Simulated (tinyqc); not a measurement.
Inside a calculation. Model: bias-temperature instability, empirical power law with universal recovery.

Numbers from tinyqc (`OMP_NUM_THREADS=1 python tinyqc.py 2070048 2070049 out.jsonl`; about 0.01 s on one thread of a shared Intel Xeon 2.30GHz). Printed values are rounded.

Threshold-voltage shift at the end of a stress: dV = A (V/V0)^g exp[-(Ea q/kB)(1/T - 1/T0)] (t/1 s)^n. After a delay tr the permanent share pp stays and the rest falls by r = 1/(1 + B (tr/t)^be). An empirical model: its parameters are fits, not properties.

Values chosen for this exercise:
- V0 = 1.3 V (reference stress voltage)
- T0 = 398 K (reference temperature)
- A = 5.5 mV (shift after 1 s at V0 and T0)
- n = 0.2 (time exponent)
- g = 4.2 (voltage exponent)
- Ea = 0.19 eV (apparent activation energy of the shift)
- pp = 0.11 (permanent share)
- B = 4.7 (recovery scale)
- be = 0.21 (recovery dispersion)
- V = 0.82 V (use voltage)
- T = 358 K (use temperature)
- dc = 70 mV (failure criterion)
- tr = 1e-5 s (delay before the measurement)

Constants: q = 1.602176634e-19 C, kB = 1.380649e-23 J/K. Results are converted to the units shown.

## Shift and lifetime at use conditions

The lifetime solves dV = dc; ten years are 3.15576e8 s.

voltage factor = 0.1443631
temperature factor = 0.5384950
shift after ten years = 21.42009 mV
lifetime = 3727 years
largest voltage for ten years = 1.087078 V

The device passes: the shift at ten years is below dc. A lifetime beyond 100 years is a far extrapolation of the power law. In time the voltage exponent is g/n = 21.0 and the activation energy Ea/n = 0.950 eV.

## What a delayed measurement sees

t, point 0 to 2 (s): 10  100  1000

At V0 and T0, measured shift = dV [pp + (1 - pp) r]; the apparent exponent is the slope of ln(shift) against ln t between the first and last point.

```
point   dV (mV)  share left  measured (mV)
0      8.716913   0.8173124       7.124441
1      13.81538   0.8777333       12.12621
2      21.89589   0.9204193       20.15340
```

apparent n = 0.2257988

The delay hides 7.96 % of the last shift and raises the exponent from 0.2 to 0.226, since short stresses recover by a larger share.
